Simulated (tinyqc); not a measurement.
Inside a calculation. Model: Zener tunnelling in a reverse-biased junction, two-band WKB.

Numbers from tinyqc (`OMP_NUM_THREADS=1 python tinyqc.py 2620167 2620168 out.jsonl`; about 0.01 s on one thread of a shared Intel Xeon 2.30GHz). Printed values are rounded.

Abrupt p-n junction, depletion approximation. Energies E are counted from the conduction-band edge of the neutral n side; its Fermi level lies at dn, that of the p side at dn - V, and the valence-band edge of the neutral p side at Em = dn + dp - V. Tunnelling needs 0 < E < Em. Two-band dispersion with equal masses m: inside the gap kappa = sqrt(m u (1 - u/Eg)/C), u the distance from a band edge, C = hbar^2/(2 m0).

Values chosen for this exercise; band and dielectric values close to those of indium arsenide:
- T = 300 K (temperature)
- Eg = 0.345 eV (band gap)
- eps_r = 15.1 (relative permittivity)
- Nc = 8.55e16 cm^-3 (conduction-band density of states at 300 K)
- Nv = 6.49e18 cm^-3 (valence-band density of states at 300 K)
- m = 0.022 m0 (band-edge mass of the two-band model)
- Na = 1.8e19 cm^-3 (acceptor density)
- Nd = 3.9e18 cm^-3 (donor density)
- V = -0.97 V (bias of the p side)
- nE = 9 (points of the energy grid)

Constants: q = 1.602176634e-19 C, kB = 1.380649e-23 J/K, hbar = 1.054571817e-34 J s, h = 6.62607015e-34 J s, m0 = 9.1093837015e-31 kg, Vt = kB T/q, eps0 = 8.8541878128e-14 F/cm where lengths are in cm, hbar^2/(2 m0) = 0.0380998212 eV nm^2. Results are converted to the units shown.

Range of the model: Parabolic densities of states, no band tails and no gap narrowing, all of which matter at such doping. Where S is below about 4 the WKB prefactor of 1 is a rough guess.

## Fermi levels and built-in voltage

Nd = Nc F12(dn/Vt), Na = Nv F12(dp/Vt), F12(x) = (2/sqrt(pi)) int_0^infinity sqrt(u)/(1 + exp(u - x)) du; dn = EF - Ec on the n side, dp = Ev - EF on the p side (negative outside the bands); Vbi = Eg + dn + dp.

dn = 0.397624 eV
dp = 0.0508129 eV
Vbi = 0.793437 V

Boltzmann statistics would give dn = 0.0988 eV and dp = 0.0264 eV. At zero bias the bands of the two sides overlap by dn + dp.

## Width, field and exponent

W = sqrt(2 eps0 eps_r (Vbi - V)(1/Na + 1/Nd)/q), mean field F = (Vbi - V)/W, peak field 2 F. In a uniform field F the exponent is S = pi sqrt(m/C) Eg^1.5/(4 F). Transverse energy Et = C kt^2/m raises it to S (1 + 4 Et/Eg), so T = exp(-S) exp(-Et/Eb) with Eb = Eg/(4 S). KJ = (2 q^2/h) m/(4 pi C) (times 1e14 for A/cm^2 per eV^2).

W = 30.3009 nm
mean field = 0.581974 MV/cm
S = 2.07809
exp(-S) = 0.125169
Eb = 41.5044 meV
tunnelling length Eg/F = 5.92810 nm

## Current density on a coarse grid

J = KJ exp(-S) Eb times the integral from 0 to Em of [f(E - dn) - f(E - dn + V)] [1 - exp(-min(E, Em - E)/Eb)] dE, f(x) = 1/(1 + exp(x/Vt)), with S and Eb from the mean field; J > 0 flows from p to n. KJ = (2 q^2/h) m/(4 pi C) (times 1e14 for A/cm^2 per eV^2). Simpson's rule on nE equally spaced points from 0 to Em.

```
point,E (eV),difference of the f,transverse factor
0,0.00000,0.00000,0.00000
1,0.17730,-0.00020,0.98605
2,0.35461,-0.15924,0.99981
3,0.53191,-0.99448,1.00000
4,0.70922,-0.99999,1.00000
5,0.88652,-1.00000,1.00000
6,1.06383,-0.99999,0.99981
7,1.24113,-0.99256,0.98605
8,1.41844,-0.12287,0.00000
```

integral = -0.958126 eV
KJ = 3.56028e8 A/(cm^2 eV^2)
J = -1.77214e6 A/cm^2

A converged quadrature gives -1.757e6 A/cm^2; this grid is 0.85 % above that in size.
